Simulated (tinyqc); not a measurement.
Convergence with the mesh: density of states of one tight-binding band on the square lattice.

E(k) = -2 t (c1 + c2) - 4 t2 c1 c2 with ci = cos(2 pi ki); k in fractions of the reciprocal vectors, mesh k_i = j/N with j = 0 .. N-1. Densities are per cell and per spin, so the band holds one state.

Each square of the mesh is cut along (i, j)-(i+1, j+1) into two triangles. For corner energies e1 <= e2 <= e3 and eij = ei - ej, the share of the triangle below E is n = (E - e1)^2/(e21 e31) for e1 < E < e2 and n = 1 - (e3 - E)^2/(e31 e32) for e2 < E < e3; its density of states is g = dn/dE.

Gaussian broadening: g(E) = mean over the mesh of exp(-(E - E_k)^2/(2 sigma^2))/(sigma sqrt(2 pi)), n(E) = mean of erfc((E_k - E)/(sigma sqrt 2))/2.

Values chosen for the exercise:
```
symbol  value  unit  meaning
t       1.8    eV    nearest hopping
t2      -0.12  eV    second hopping
E       2.05   eV    energy at which the density is wanted
sigma   0.9    eV    Gaussian width
```

At the energy E; the plain count is the share of mesh points below E; the reference is the linear method with N = 240.

Results:
```
N,points,g linear,n linear,g Gaussian,n Gaussian,n plain count
4,16,0.0928,0.7470,0.0345,0.6950,0.6875
6,36,0.0694,0.7311,0.0571,0.7191,0.7500
8,64,0.0723,0.7227,0.0677,0.7051,0.6719
12,144,0.0684,0.7197,0.0701,0.7122,0.7431
16,256,0.0676,0.7188,0.0706,0.7121,0.7305
24,576,0.0687,0.7176,0.0707,0.7121,0.7135
48,2304,0.0680,0.7171,0.0707,0.7121,0.7201
```

reference n and g: 0.7169  0.0682

What does the comparison show?

The linear n(E) stays within 0.002 of the reference from N = 16 on. The Gaussian g stays within 1 % of its last value from N = 12 on; it tends to the broadened curve, not the true one. At the last mesh it lies +0.002 1/eV from the reference g and the linear g 0.000. The plain count errs by +0.0032 at the last mesh.

Run: tinyqc, `OMP_NUM_THREADS=1 python tinyqc.py 1651530 1651531 out.jsonl`; Intel(R) Xeon(R) Processor @ 2.30GHz, one thread, shared host; about 0.08 s of CPU time with all checks.
